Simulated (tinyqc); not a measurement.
Sheet resistance and Hall data of a diffused or implanted layer: one step, computed by the program tinyqc.

Carriers are taken equal to the net active doping down to the junction (full ionisation, which deep dopants in wide-gap hosts do not reach; no spill-over, no depletion), and the Hall factor is 1.

Task: Dose and junction depth. N(x) = N_0 exp(-x^2/l^2), dose N_0 l sqrt(pi)/2, junction x_j = l sqrt(ln(N_0/N_B)).

Inputs (values chosen for the exercise, modelled on aluminium in 4H-SiC): peak concentration N_0 = 1e+19 1/cm^3; length scale l = 130 nm; background doping N_B (opposite type) = 3.8e+15 1/cm^3.

Profile: Gaussian at the surface. Activation: complete.

Give: dose; junction depth x_j.

Result:

dose = 1.1521e+14 1/cm^2

junction depth x_j = 364.82 nm
